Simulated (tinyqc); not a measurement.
Inside a calculation. Model: surface potential of a MOS transistor: implicit equation and explicit approximations.

Numbers from tinyqc (`OMP_NUM_THREADS=1 python tinyqc.py 2122043 2122044 out.jsonl`; about 0.01 s on one thread of a shared Intel Xeon 2.30GHz). Printed values are rounded.

p-type body, charge-sheet picture, depletion and inversion only, full ionisation (an idealisation for deep acceptors), Boltzmann statistics (rough once Na exp(x - xn) passes about Nc/7). In units of Vt: xg = (Vg - Vfb)/Vt, x = psi/Vt, G = gamma/sqrt(Vt), xn = (2 phiF + Vc)/Vt. The implicit equation is (xg - x)^2 = G^2 [x - 1 + exp(x - xn)] for x above about 3. Cox = eps0 eox/tox.

Parameters, values chosen for the exercise; band and dielectric values close to those of silicon: temperature T = 350 K; band gap Eg = 1.14 eV; relative permittivity eps_r = 11.5; conduction-band density of states at T Nc = 3.52e19 cm^-3; valence-band density of states at T Nv = 3.33e19 cm^-3; relative permittivity of the gate insulator (close to aluminium oxide) eox = 8.74; insulator thickness tox = 7.8 nm; acceptor density Na = 4e16 cm^-3; flat-band voltage Vfb = -0.33 V; channel-body voltage Vc = 0.2 V; gate-body voltage Vg = 0.64 V.

Constants: q = 1.602176634e-19 C, kB = 1.380649e-23 J/K, Vt = kB T/q, eps0 = 8.8541878128e-14 F/cm where lengths are in cm. Results are converted to the units shown.

## Scales

ni = sqrt(Nc Nv) exp(-Eg/(2 Vt)), Eg in volts; phiF = Vt ln(Na/ni); gamma = sqrt(2 q eps0 eps_r Na)/Cox; VT = Vfb + Vt (xn + G sqrt(xn - 1)).

phiF = 0.366350 V
gamma = 0.115148 V^0.5
G = 0.663037
xn = 30.9244
VT = 0.712093 V
xg = 32.1611

## Explicit approximation

Depletion value a = 1 + [sqrt(G^2/4 + xg - 1) - G/2]^2; inversion value b = xn + ln[(xg - xn)^2/G^2 - xn + 1] and first guess y = min(a, b) - ln(1 + exp(-|a - b|)) if a > xn + 1, else b = y = a; one second-order correction with D = exp(y - xn), p = 2 (xg - y) + G^2 (1 + D), w = (xg - y)^2 - G^2 (y - 1 + D): z = y + 2 w/(p + sqrt(p^2 - 2 (2 - G^2 D) w)), or the Newton step z = y + w/p where the root is not real.

a = 28.6732
b = 28.6732
y = 28.6732
p = 7.46174
w = -0.0462797
z = 28.6670

The root of the implicit equation is x = 28.6670; y misses it by 0.0062 and z by -2.5e-10, in units of Vt.

## Starting value

x = a rounded to two decimals.

x at the start = 28.67

## Iteration 1: new x

D = exp(x - xn), f = (xg - x)^2 - G^2 (x - 1 + D), f' = -2 (xg - x) - G^2 (1 + D), x(new) = x - f/f'.

D = 0.104939
f = -0.0226165
f' = -7.46794
x after iteration 1 = 28.6670

## Iteration 2: new x

As before.

D = 0.104622
f = 8.96033e-6
f' = -7.47385
x after iteration 2 = 28.6670

## Course of the iteration

Stop when the step is below 1e-11, or after 60 iterations.

Course of the iteration:

| iteration | x before the step | step |
|---|---|---|
| 1 | 28.67 | -3.03e-3 |
| 2 | 28.6670 | 1.20e-6 |
| 3 | 28.6670 | 1.88e-13 |

Converged in 3 iterations.

## Potential, charges and gate control

converged x = 28.6670

psi = Vt x; N_dep = Cox Vt G sqrt(x - 1)/q; N_inv = (Cox Vt G/q) [sqrt(x - 1 + exp(x - xn)) - sqrt(x - 1)]; dpsi/dVg = 1/[1 + G^2 (1 + exp(x - xn))/(2 (xg - x))].

psi = 0.864615 V
N_dep = 6.51350e11 cm^-2
N_inv = 1.2304e9 cm^-2
dpsi/dVg = 0.935025

psi lies 2.3 Vt below 2 phiF + Vc.
